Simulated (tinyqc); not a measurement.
Changing the source 2: carrier flow: precursor delivery and alloy composition in metal-organic vapour-phase epitaxy. Computed by tinyqc, a small Python program. Command: `OMP_NUM_THREADS=1 python tinyqc.py 3026911 3026912 out.jsonl movpe sweep`. One thread of a shared host (Intel(R) Xeon(R) Processor @ 2.30GHz), about 0.01 s of CPU time with the checks.

Carrier gas leaves each bubbler saturated. Group-III species cross a boundary layer and react at the surface; element 2 can also desorb. The film is (1)_(1-x) (2)_x V with a zinc-blende cell.

Inputs (values chosen for the exercise, close to those used for AlGaAs from TMAl and TMGa):

| quantity | value | unit |
|---|---|---|
| source 1: a in log10(p/torr) = a - b/T | 8.22 | - |
| source 1: b | 2134 | K |
| source 1: bath temperature | 22 | C |
| source 1: carrier flow | 3.3 | sccm |
| source 2: a | 8.07 | - |
| source 2: b | 1703 | K |
| source 2: bath temperature | -5 | C |
| bubbler pressure p_b | 600 | torr |
| group-V hydride flow | 78 | sccm |
| total flow | 7.4 | slm |
| reactor pressure p | 40 | torr |
| diffusivity D0 at 273.15 K and 760 torr | 0.31 | cm^2/s |
| boundary layer delta | 1.6 | cm |
| prefactor of the surface rate k_s | 1.4e+13 | cm/s |
| energy of k_s | 1.82 | eV |
| prefactor of the loss of element 2 | 8.1e+16 | layers/s |
| energy of the loss | 3.61 | eV |
| lattice constant a | 5.655 | angstrom |
| growth temperature T | 710 | C |

Constants: k_B = 1.380649e-23 J/K; k_B = 8.617333262e-05 eV/K.

Method:
- Temperatures in kelvin are T(C) + 273.15.
- Vapour pressure p_v = 10^(a - b/T); precursor flow = carrier flow x p_v/(p_b - p_v); 1 sccm = 44.615 micromol/min; V/III = hydride flow over the sum of both; gas share x_g = F2/(F1 + F2).
- Partial pressure p_i = p F_i/(44615 x total flow in slm); density n_i = p_i/(k_B T), 1 torr = 133.322 Pa; D = D0 (T/273.15)^1.75 (760/p), h = D/delta, the same for both; k_s = prefactor x exp(-energy/(k_B T)); arrival J_i = n_i/(1/h + 1/k_s); in layers per second g_i = J_i a^2/2 (two group-III sites per a^2 on (001)).
- Loss of element 2 is r x with r = prefactor x exp(-energy/(k_B T)). Then x = (g2 - r x)/(g1 + g2 - r x), or r x^2 - (g1 + g2 + r) x + g2 = 0, smaller root; growth rate G = g1/(1 - x) layers/s; one layer is a/2 thick, 1 angstrom/s = 0.36 um/h.
- Distribution coefficient = [x/(1 - x)]/[x_g/(1 - x_g)], x_g = g2/(g1 + g2).

One run for each value:

| source 2: carrier flow (sccm) | solid share x | gas share x_g | growth rate G (um/h) | distribution coefficient |
|---|---|---|---|---|
| 0.48 | 0.43552 | 0.45668 | 0.2879 | 0.91791 |
| 1.40 | 0.70065 | 0.71028 | 0.5429 | 0.95472 |
| 2.50 | 0.80951 | 0.81405 | 0.8532 | 0.97070 |
| 4.30 | 0.88082 | 0.88277 | 1.3637 | 0.98147 |
| 7.40 | 0.92760 | 0.92836 | 2.2447 | 0.98866 |
| 13.00 | 0.95765 | 0.95792 | 3.8378 | 0.99334 |

Give the missing row, source 2: carrier flow (sccm) = 0.83.

Computed row:
```
source 2: carrier flow (sccm)  solid share x  gas share x_g  growth rate G (um/h)  distribution coefficient
0.83                                 0.57665        0.59241                0.3839                   0.93714
```

Interpolating between the two neighbouring rows (the first column on a logarithmic scale, the others too where they are positive) misses most in growth rate G (um/h), by 3.7 %. Over the rows, solid share x rises from 0.436 to 0.958 (exponent d ln y / d ln x 0.51 between the first rows and 0.057 between the last); gas share x_g rises from 0.457 to 0.958 (exponent d ln y / d ln x 0.48 between the first rows and 0.056 between the last); growth rate G (um/h) rises from 0.288 to 3.84 (exponent d ln y / d ln x 0.53 between the first rows and 0.95 between the last). At fixed r the share lost shrinks as growth gets faster, since atoms are buried sooner. Left out: 22.0, 38.0 (the alloy is nearly binary).

Caution (all rows): trimethylaluminium is largely a dimer in the vapour, which would double its metal flow; it is counted as a monomer here. Caution (all rows): the lattice constant is held fixed as x changes, delta does not respond to the flow, both precursors share one D and k_s, and gas-phase side reactions are left out.
